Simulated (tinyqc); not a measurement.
# Changing the mean dose E

Model: chemically amplified photoresist: aerial image, acid generation, bake, development and line width. Computed by tinyqc, a small Python program. Command: `OMP_NUM_THREADS=1 python tinyqc.py 3017130 3017131 out.jsonl resist sweep`. One thread of a shared host (Intel(R) Xeon(R) Processor @ 2.30GHz), about 0.04 s of CPU time with the checks.

Lines and spaces of pitch p with a two-beam-like image; x = 0 is the middle of the bright space. The resist is positive and treated as uniform in depth.

Inputs (values chosen for the exercise, for a model resist at 248 nm): pitch p = 260 nm; image contrast c = 0.69; Dill parameter C = 0.029 cm^2/mJ; quencher load q, relative to the acid generator = 0.18; acid diffusivity D = 5.9 nm^2/s; bake time t = 90 s; amplification rate k_amp = 0.06 1/s; threshold protection m_th = 0.64; development selectivity n = 8; largest rate r_max = 330 nm/s; smallest rate r_min = 0.19 nm/s; resist thickness d = 220 nm; development time t_d = 45 s; photon energy = 5 eV; absorption coefficient alpha = 1.1 1/um.

Method:
- Dose E(x) = E [1 + c cos(2 pi x/p)]; acid h = 1 - exp(-C E(x)).
- Bake: the acid image is blurred by a Gaussian of variance sigma^2 = 2 D t (each Fourier term k of h, taken on 64 points, is multiplied by exp(-4 pi^2 k^2 D t/p^2)).
- Cosine coefficients: h(x) = sum_k h_k cos(2 pi k x/p).
- The quencher then removes q, h_eff = max(h_blurred - q, 0); protection m = exp(-k_amp t h_eff).
- Mack rate r = r_max (a + 1)(1 - m)^n/(a + (1 - m)^n) + r_min, a = ((n + 1)/(n - 1))(1 - m_th)^n.
- Edge: vertical development clears the film where r t_d >= d; the space width is twice the x where r = d/t_d.
- Dose sensitivity = d ln(width)/d ln E from widths at 1.005 E and E/1.005; image log-slope at the edge = |d ln E/dx|, normalised by the width (NILS); latitude for 10 % of width = 10 %/sensitivity.
- The edge lies at x = width/2.
- Absorbed photons per volume N = E(edge) alpha/(photon energy), 1 mJ/cm^2 = 62.41509 eV/nm^2, alpha in 1/nm; a Gaussian blur averages over a volume V = (2 sqrt(pi) sigma)^3; relative noise 1/sqrt(N V); edge noise sigma_x = (dh/d ln E) noise/|dh/dx|, with both derivatives of the blurred acid at the edge.

One run for each value:
```
mean dose E (mJ/cm^2)  space width (nm)  dose sensitivity  edge noise from photons (nm)    NILS
6.48                              61.80            5.1024                       0.34652  0.4646
7.31                              92.33            2.3003                       0.23642  1.0610
8.13                             112.79            1.5636                       0.19884  1.6107
8.95                             128.77            1.2255                       0.18034  2.1252
9.77                             142.10            1.0357                       0.17061  2.6063
10.60                            153.83            0.9172                       0.16608  3.0589
11.40                            163.98            0.8436                       0.16541  3.4601
12.20                            173.34            0.7966                       0.16787  3.8218
13.10                            183.24            0.7677                       0.17447  4.1713
```

Over the rows, space width (nm) rises from 61.8 to 183 (exponent d ln y / d ln x 3.3 between the first rows and 0.78 between the last); dose sensitivity falls from 5.10 to 0.768 (exponent d ln y / d ln x -6.6 between the first rows and -0.52 between the last); edge noise from photons (nm) goes from 0.347 through a minimum among these rows, 0.165 at 11.4, to 0.174. More dose moves the clearing threshold out along the image, so the space widens. Left out: 5.66 (the space does not open, or the whole film clears).

Caution (all rows): lateral development, standing waves and the joint diffusion of acid and quencher are left out, so widths are indicative. Caution (all rows): the noise counts photons alone (acid and quencher statistics add to it) and takes the film as thicker than the blur; a thinner film averages in two dimensions only.

Extremes, crossings and ranges named in words are read from the listed rows.
